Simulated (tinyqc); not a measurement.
Inside a calculation. Method: LDA (PW92) atom on a uniform radial grid, spin-unpolarised, for N. Computed by tinyqc, a small Python program that keeps every step. Settings: Z = 7, points = 256, R = 12.0, functional = lda,pw, mixing = 0.2, iteration cap = 55. Command: `OMP_NUM_THREADS=1 python tinyqc.py 28391 28392 out.jsonl` (the two numbers bound the seeds that draw the settings). One thread of a shared host (Intel(R) Xeon(R) Processor @ 2.60GHz), about 2 s of CPU time with the checks. Later iterations appear only in the table of the cycle.

## Iteration 1

Spherical atom on a uniform radial grid r_j = j h with h = R/(N + 1), h sum u^2 = 1 and integrals as h times sums, u(0) = u(R) = 0 (atomic units):

| parameter | value |
|---|---|
| Z | 7 |
| points N | 256 |
| R | 12.000000 |
| h | 0.046693 |
| mixing | 0.200000 |
| electrons in 1s | 2 |
| electrons in 2s | 2 |
| electrons in 2p | 3 |

Three-point differences turn -u''/2 + [l(l+1)/2r^2 - Z/r + V] u = e u into a tridiagonal matrix (diagonal 1/h^2 + potential, off-diagonal -1/2h^2). D = sum f u^2; the Hartree potential y/r solves y'' = -D/r with y(0) = 0, y(R) = N_e; v_xc comes from rho = D/(4 pi r^2); E = sum f e - int D V + int D (V_H/2 + eps_xc); V(new) = V + mixing (V_H + v_xc - V).

eigenvalues (hartree): 1s -23.878447, 2s -6.084641, 2p -6.138856

Every 16th grid point:

| r | V in | u(1s) | u(2s) | u(2p) | D | V_H | v_xc |
|---|---|---|---|---|---|---|---|
| 0.747082 | 0.000000 | 0.157928 | -1.152335 | 1.079440 | 6.201210 | 8.562627 | -1.023547 |
| 1.494163 | 0.000000 | 0.001849 | -0.449176 | 0.314021 | 0.699353 | 4.673055 | -0.337866 |
| 2.241245 | 0.000000 | 0.000016 | -0.080812 | 0.051518 | 0.021023 | 3.123136 | -0.092408 |
| 2.988327 | 0.000000 | 1.27e-07 | -0.011030 | 0.006685 | 0.000377 | 2.342447 | -0.023131 |
| 3.735409 | 0.000000 | 9.27e-10 | -0.001303 | 0.000763 | 0.000005 | 1.873958 | -0.005281 |
| 4.482490 | 0.000000 | 0 | -0.000141 | 0.000080 | 5.90e-08 | 1.561632 | -0.001119 |
| 5.229572 | 0.000000 | 0 | -0.000014 | 0.000008 | 6.02e-10 | 1.338542 | -0.000225 |
| 5.976654 | 0.000000 | 0 | -1.40e-06 | 7.62e-07 | 0 | 1.171224 | -0.000044 |
| 6.723735 | 0.000000 | 0.000000 | -1.32e-07 | 7.05e-08 | 0 | 1.041088 | 0.000000 |
| 7.470817 | 0.000000 | 0.000000 | -1.21e-08 | 6.37e-09 | 0 | 0.936979 | 0.000000 |
| 8.217899 | 0.000000 | 0.000000 | -1.09e-09 | 5.63e-10 | 0 | 0.851799 | 0.000000 |
| 8.964981 | 0.000000 | 0.000000 | -9.60e-11 | 4.90e-11 | 0 | 0.780816 | 0.000000 |
| 9.712062 | 0.000000 | 0.000000 | 0 | 0 | 0 | 0.720753 | 0.000000 |
| 10.459144 | 0.000000 | 0.000000 | 0 | 0 | 0 | 0.669271 | 0.000000 |
| 11.206226 | 0.000000 | 0.000000 | 0 | 0 | 0 | 0.624653 | 0.000000 |
| 11.953307 | 0.000000 | 0.000000 | 0 | 0 | 0 | 0.585612 | 0.000000 |

total energy = -47.28523535 hartree

## Iteration 2

As before.

eigenvalues (hartree): 1s -21.098875, 2s -4.639013, 2p -4.510433

Every 16th grid point:

| r | V in | u(1s) | u(2s) | u(2p) | D | V_H | v_xc |
|---|---|---|---|---|---|---|---|
| 0.747082 | 1.507816 | 0.174153 | -1.092767 | 1.068396 | 5.873349 | 8.328771 | -1.006122 |
| 1.494163 | 0.867038 | 0.002528 | -0.536008 | 0.409619 | 1.077987 | 4.660329 | -0.385630 |
| 2.241245 | 0.606146 | 0.000028 | -0.125290 | 0.091886 | 0.056724 | 3.122802 | -0.124259 |
| 2.988327 | 0.463863 | 2.89e-07 | -0.022611 | 0.016576 | 0.001847 | 2.342440 | -0.037490 |
| 3.735409 | 0.373736 | 2.78e-09 | -0.003571 | 0.002656 | 0.000047 | 1.873958 | -0.010566 |
| 4.482490 | 0.312103 | 2.58e-11 | -0.000520 | 0.000395 | 1.01e-06 | 1.561632 | -0.002797 |
| 5.229572 | 0.267663 | 0 | -0.000072 | 0.000056 | 1.96e-08 | 1.338542 | -0.000706 |
| 5.976654 | 0.234236 | 0 | -0.000009 | 0.000008 | 3.52e-10 | 1.171224 | -0.000173 |
| 6.723735 | 0.208218 | 0.000000 | -1.22e-06 | 1.00e-06 | 0 | 1.041088 | -0.000042 |
| 7.470817 | 0.187396 | 0.000000 | -1.52e-07 | 1.29e-07 | 0 | 0.936979 | 0.000000 |
| 8.217899 | 0.170360 | 0.000000 | -1.88e-08 | 1.64e-08 | 0 | 0.851799 | 0.000000 |
| 8.964981 | 0.156163 | 0.000000 | -2.27e-09 | 2.05e-09 | 0 | 0.780816 | 0.000000 |
| 9.712062 | 0.144151 | 0.000000 | -2.71e-10 | 2.52e-10 | 0 | 0.720753 | 0.000000 |
| 10.459144 | 0.133854 | 0.000000 | -3.20e-11 | 3.07e-11 | 0 | 0.669271 | 0.000000 |
| 11.206226 | 0.124931 | 0.000000 | 0 | 0 | 0 | 0.624653 | 0.000000 |
| 11.953307 | 0.117122 | 0.000000 | 0 | 0 | 0 | 0.585612 | 0.000000 |

total energy = -49.29785358 hartree

## Iteration 3

As before.

eigenvalues (hartree): 1s -19.017875, 2s -3.577059, 2p -3.330824

Every 16th grid point:

| r | V in | u(1s) | u(2s) | u(2p) | D | V_H | v_xc |
|---|---|---|---|---|---|---|---|
| 0.747082 | 2.670783 | 0.187382 | -1.030619 | 1.036511 | 5.417639 | 8.088821 | -0.980776 |
| 1.494163 | 1.548570 | 0.003206 | -0.606629 | 0.496593 | 1.475833 | 4.640197 | -0.424639 |
| 2.241245 | 1.084625 | 0.000044 | -0.175278 | 0.144061 | 0.123706 | 3.121924 | -0.156859 |
| 2.988327 | 0.832081 | 5.45e-07 | -0.039739 | 0.034136 | 0.006654 | 2.342411 | -0.055153 |
| 3.735409 | 0.671667 | 6.48e-09 | -0.007966 | 0.007252 | 0.000285 | 1.873957 | -0.018501 |
| 4.482490 | 0.561449 | 7.49e-11 | -0.001482 | 0.001439 | 0.000011 | 1.561632 | -0.005916 |
| 5.229572 | 0.481698 | 0 | -0.000262 | 0.000272 | 3.60e-07 | 1.338542 | -0.001818 |
| 5.976654 | 0.421599 | 0 | -0.000045 | 0.000050 | 1.14e-08 | 1.171224 | -0.000543 |
| 6.723735 | 0.374783 | 0 | -0.000007 | 0.000009 | 3.46e-10 | 1.041088 | -0.000159 |
| 7.470817 | 0.337313 | 0 | -1.21e-06 | 1.55e-06 | 1.01e-11 | 0.936979 | -0.000046 |
| 8.217899 | 0.306648 | 0 | -1.92e-07 | 2.65e-07 | 0 | 0.851799 | 0.000000 |
| 8.964981 | 0.281094 | 0 | -3.03e-08 | 4.48e-08 | 0 | 0.780816 | 0.000000 |
| 9.712062 | 0.259471 | 0 | -4.71e-09 | 7.48e-09 | 0 | 0.720753 | 0.000000 |
| 10.459144 | 0.240937 | 0 | -7.24e-10 | 1.24e-09 | 0 | 0.669271 | 0.000000 |
| 11.206226 | 0.224875 | 0 | -1.09e-10 | 1.98e-10 | 0 | 0.624653 | 0.000000 |
| 11.953307 | 0.210820 | 0 | 0 | 0 | 0 | 0.585612 | 0.000000 |

total energy = -50.64986438 hartree

## Convergence

Stop when input and output potentials agree to 1e-7.

Course of the cycle (hartree):

| iteration | E | e(1s) | e(2s) | e(2p) | largest \|V(out) - V(in)\| |
|---|---|---|---|---|---|
| 1 | -47.28523535 | -23.878447 | -6.084641 | -6.138856 | 1.70e+01 |
| 2 | -49.29785358 | -21.098875 | -4.639013 | -4.510433 | 1.27e+01 |
| 3 | -50.64986438 | -19.017875 | -3.577059 | -3.330824 | 9.44e+00 |
| 4 | -51.52768677 | -17.473450 | -2.797936 | -2.479636 | 6.94e+00 |
| 5 | -52.07588814 | -16.338364 | -2.227093 | -1.867302 | 5.05e+00 |
| 6 | -52.40354796 | -15.512799 | -1.809498 | -1.427717 | 3.64e+00 |
| 7 | -52.59014832 | -14.918714 | -1.504525 | -1.112465 | 2.61e+00 |
| 8 | -52.69109002 | -14.495501 | -1.282141 | -0.886332 | 1.85e+00 |
| 9 | -52.74292556 | -14.196598 | -1.120123 | -0.723865 | 1.31e+00 |
| 10 | -52.76826612 | -13.986771 | -1.002036 | -0.606761 | 9.25e-01 |
| 11 | -52.78014254 | -13.839867 | -0.915773 | -0.521936 | 6.55e-01 |
| ... | ... | ... | ... | ... | ... |
| 45 | -52.79009137 | -13.463012 | -0.656994 | -0.270717 | 1.28e-04 |
| 46 | -52.79009137 | -13.462992 | -0.656978 | -0.270702 | 1.02e-04 |
| 47 | -52.79009137 | -13.462976 | -0.656966 | -0.270690 | 8.09e-05 |
| 48 | -52.79009137 | -13.462963 | -0.656956 | -0.270680 | 6.42e-05 |
| 49 | -52.79009137 | -13.462953 | -0.656949 | -0.270673 | 5.10e-05 |
| 50 | -52.79009137 | -13.462945 | -0.656943 | -0.270667 | 4.05e-05 |
| 51 | -52.79009137 | -13.462939 | -0.656938 | -0.270662 | 3.21e-05 |
| 52 | -52.79009137 | -13.462933 | -0.656934 | -0.270659 | 2.55e-05 |
| 53 | -52.79009137 | -13.462929 | -0.656931 | -0.270656 | 2.03e-05 |
| 54 | -52.79009137 | -13.462926 | -0.656929 | -0.270653 | 1.61e-05 |
| 55 | -52.79009137 | -13.462924 | -0.656927 | -0.270651 | 1.28e-05 |

Not converged within 55 iterations: the residual falls steadily but slowly, by a factor of about 0.79 a step. Reruns (cap 100 unless said): mixing 0.3: converged in 48; mixing 0.6: converged in 19; the original settings with a cap of 400: converged in 76. Even converged, this uniform grid resolves the cusp poorly and misses the energy of the atom.
